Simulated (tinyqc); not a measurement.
Fully depleted semiconductor-on-insulator film with two gates, non-linear Poisson equation by Newton steps: one step of the calculation.

One dimension across the film, front interface at x = 0, back interface at x = ts. psi is counted from the intrinsic level, n = ni exp(psi/Vt) (source grounded), holes neglected, acceptors ionised. Gates act through Cox = eps0 eox/tox and Cbox = 3.9 eps0/tb with potentials G1 = Vg - (phiM - chi - Vt ln(Nc/ni)) and G2 = Vb - (phiB - chi - Vt ln(Nc/ni)). Classical Boltzmann densities, no interface charge, no depletion in the back plane.

Problem. Electron sheet density, centroid and oxide fields. n_i = ni exp(psi_i/Vt); N_inv = sum w_i n_i with w = ts/10, halved at the ends; centroid sum w n x/N_inv; fields (G1 - psi_0)/tox and (G2 - psi_10)/tb.

Values chosen for this exercise; band and dielectric values close to those of silicon: temperature T = 350 K; insulator thickness tox = 12 nm; film thickness ts = 10 nm; buried-oxide thickness (eps_r 3.9) tb = 87 nm.

Constants: q = 1.602176634e-19 C, kB = 1.380649e-23 J/K, Vt = kB T/q. Results are converted to the units shown.

converged psi, node 0 to 10 (V): [0.56799153, 0.52372893, 0.49826978, 0.48089580, 0.46806730, 0.45821003, 0.45049606, 0.44444206, 0.43974643, 0.43621354, 0.43371504]
ni = 3.4951129e11 cm^-3
G1 = 1.1058796 V
G2 = -0.094120431 V

Give: n; N_inv; centroid; field in the front oxide; field in the buried oxide.

Solution.

n, node 0 to 10 (cm^-3): [5.2745e19, 1.2157e19, 5.2267e18, 2.9380e18, 1.9201e18, 1.3848e18, 1.0723e18, 8.7729e17, 7.5081e17, 6.6782e17, 6.1473e17]
N_inv = 5.3675e12 cm^-2
centroid = 1.3730 nm
field in the front oxide = 0.44824 MV/cm
field in the buried oxide = -0.060671 MV/cm

The centroid lies at 0.14 of the film, near the front interface.

Computed by the program tinyqc: `OMP_NUM_THREADS=1 python tinyqc.py 2190085 2190086 out.jsonl`, one thread of a shared Intel Xeon 2.30GHz, about 0.3 s for the whole run.
